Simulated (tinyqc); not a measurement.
Two-valley model of the transferred-electron effect: one step, computed by the program tinyqc. Command: `OMP_NUM_THREADS=1 python tinyqc.py 3002241 3002242 out.jsonl gunn walk`. One thread of a shared host (Intel(R) Xeon(R) Processor @ 2.30GHz), about 0.01 s of CPU time with the checks.

Both kinds of valley share one electron temperature T_e, and each has a constant mobility.

Problem. First two iterations. Density-of-states ratio R = Z (m2/m1)^(3/2); n2/n1 = R exp(-dE/(k_B T_e)); mean mobility mu = (mu1 + mu2 n2/n1)/(1 + n2/n1); energy balance e mu F^2 = (3/2) k_B (T_e - T)/tau_E; v = mu F. Fixed point from T_e = T: T_out = T + (2/3) e mu(T_e) F^2 tau_E/k_B, T_new = T_e + mixing (T_out - T_e); stop when |T_out - T_e| is below 1e-6 K.

Inputs (values chosen for the exercise, modelled on GaN):
```
quantity                       value        unit
central-valley mass m1           0.2         m_0
satellite-valley mass m2        0.43         m_0
satellite valleys Z                6           -
valley separation dE             1.2          eV
central-valley mobility mu1      910  cm^2/(V s)
satellite-valley mobility mu2     67  cm^2/(V s)
energy relaxation time tau_E   0.064          ps
lattice temperature T             77           K
electric field F                  68       kV/cm
mixing                          0.05           -
```

Solver: damped fixed point.

Constants: k_B = 8.617333262e-05 eV/K.

Give: T_out of iteration 1; T_e after iteration 1; mu at that T_e; T_e after iteration 2.

Solution.

T_out of iteration 1 = 2160 K

T_e after iteration 1 = 181.2 K

mu at that T_e = 910 cm^2/(V s)

T_e after iteration 2 = 280.1 K
